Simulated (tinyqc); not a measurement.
Admittance spectroscopy of a deep trap: one step of the calculation.

Schottky contact on an n-type layer with shallow donors Nd (all ionised) and a donor-like deep trap, neutral when filled and positive when empty; depletion approximation. Traps within lam of the depletion edge stay filled. The traps at xt = W - lam, where the level crosses the Fermi level, follow a slow signal and not a fast one. w = 2 pi f.

Problem. Admittance at the signal frequency. Emission rate en = sn vth(T) Nc(T) exp(-Et/kB T) = sn g T^2 exp(-Et/kB T), g = vth Nc/(300 K)^2, as vth goes as T^0.5 and Nc as T^1.5 (degeneracy factor 1). Inflection frequency w0 = 2 en [1 + Nt xt/(Nd W)]; C = C_HF + (C_LF - C_HF)/(1 + (w/w0)^2), G/w = (C_LF - C_HF)(w/w0)/(1 + (w/w0)^2).

Inputs (values chosen for the exercise); material values close to those of silicon:

| symbol | value | unit | meaning |
|---|---|---|---|
| Nc | 2.8e19 | cm^-3 | conduction-band density of states at 300 K |
| vth | 2.4e7 | cm/s | thermal velocity at 300 K |
| Nd | 4e16 | cm^-3 | shallow donor density |
| Et | 0.3 | eV | depth of the trap below the conduction edge |
| sn | 5.4e-16 | cm^2 | capture cross-section |
| Nt | 3.4e15 | cm^-3 | trap density |
| f | 25000 | Hz | signal frequency |
| T | 224 | K | temperature |

Constants: q = 1.602176634e-19 C, kB = 1.380649e-23 J/K. Results are converted to the units shown.

W = 136.39998 nm
xt = 60.020989 nm
C_HF = 75.299558 nF/cm^2
C_LF = 78.754362 nF/cm^2

Find: en; w0/(2 pi); C; G/w.

Solution.

en = 36001 1/s
w0/(2 pi) = 11888 Hz
C = 75.937 nF/cm^2
G/w = 1.3399 nF/cm^2

The signal is faster than the trap, which mostly does not follow it.

Program tinyqc, `OMP_NUM_THREADS=1 python tinyqc.py 2050101 2050102 out.jsonl`; Intel Xeon 2.30GHz, shared host, one thread, about 0.01 s.
